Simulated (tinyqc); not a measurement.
Electromigration in a confined line: Blech product, Korhonen stress evolution and Black's law. Changing the time as a fraction of L^2/kappa, s. Computed by tinyqc, a small Python program. Command: `OMP_NUM_THREADS=1 python tinyqc.py 3015213 3015214 out.jsonl emigr sweep`. One thread of a shared host (Intel(R) Xeon(R) Processor @ 2.30GHz), about 0.01 s of CPU time with the checks.

The electron wind pushes atoms from the cathode (x = 0) to the anode (x = L); blocking ends build a back stress (tension positive). The input rho is taken not to change with temperature. d sigma/dt = d/dx [kappa (d sigma/dx + G)], with zero flux at both ends and sigma = 0 at t = 0.

Inputs (values chosen for the exercise, close to those used for aluminium lines):

| quantity | value | unit |
|---|---|---|
| resistivity rho | 3.6 | micro-ohm cm |
| atomic volume Omega | 16.6 | angstrom^3 |
| effective charge number Z* | 6.1 | - |
| prefactor D0 | 1.4e-07 | m^2/s |
| activation energy E | 0.688 | eV |
| effective modulus B | 44 | GPa |
| critical stress sigma_c | 330 | MPa |
| current density j | 0.8 | MA/cm^2 |
| line length L | 110 | um |
| test temperature T | 310 | C |

Start: stress-free.

Constants: e = 1.602176634e-19 C; k_B = 8.617333262e-05 eV/K; k_B = 1.380649e-23 J/K.

Method:
- G = Z* e rho j/Omega; D = D0 exp(-E/(k_B T)); kappa = D B Omega/(k_B T); drift velocity of an unconfined line v = D Z* e rho j/(k_B T). SI: 1 micro-ohm cm = 1e-8 ohm m, 1 MA/cm^2 = 1e10 A/m^2.
- Temperatures in kelvin are T(C) + 273.15.
- At steady state sigma(x) = G (L/2 - x). A void forms only if the cathode stress reaches sigma_c, that is if j L exceeds (j L)_c = 2 Omega (sigma_c)/(Z* e rho). Time scale tau = L^2/kappa.
- sigma(x, t) = G L [1/2 - x/L - 4 sum_(m odd) cos(m pi x/L) exp(-m^2 pi^2 s)/(m pi)^2], s = t/tau, summed to m = 399.
- The terms at x = 0 are 4 exp(-m^2 pi^2 s)/(m pi)^2; tau = L^2/kappa.

One run for each value:

| time as a fraction of L^2/kappa, s | cathode stress at time s (MPa) | time t (h) |
|---|---|---|
| 0.002 | 94.12 | 4.6732e-04 |
| 0.0043 | 138.01 | 1.0047e-03 |
| 0.0095 | 205.13 | 2.2198e-03 |
| 0.021 | 304.99 | 4.9069e-03 |
| 0.097 | 642.36 | 2.2665e-02 |
| 0.21 | 837.45 | 4.9069e-02 |
| 0.46 | 924.51 | 1.0748e-01 |
| 1 | 932.54 | 2.3366e-01 |

Give the missing row, time as a fraction of L^2/kappa, s = 0.045.

Computed row:
```
time as a fraction of L^2/kappa, s  cathode stress at time s (MPa)  time t (h)
0.045                                                       446.21  1.0515e-02
```

Interpolating between the two neighbouring rows (the first column on a logarithmic scale, the others too where they are positive) misses most in cathode stress at time s (MPa), by 0.95 %. Over the rows, cathode stress at time s (MPa) rises from 94.1 to 933 (exponent d ln y / d ln x 0.50 between the first rows and 0.011 between the last); time t (h) rises from 4.67e-4 to 0.234 (exponent d ln y / d ln x about 1.0 throughout). At the low end the exponent of cathode stress at time s is 0.50, close to 0.50: the semi-infinite law. The part added by the current grows as 2 G L sqrt(s/pi) at first and levels off at G L/2 once s passes about 0.3.

Caution (rows 0.0450, 0.0970, 0.210, 0.460, 1.00): the stress exceeds sigma_c: a void would already have formed and relaxed it, so the value is formal.
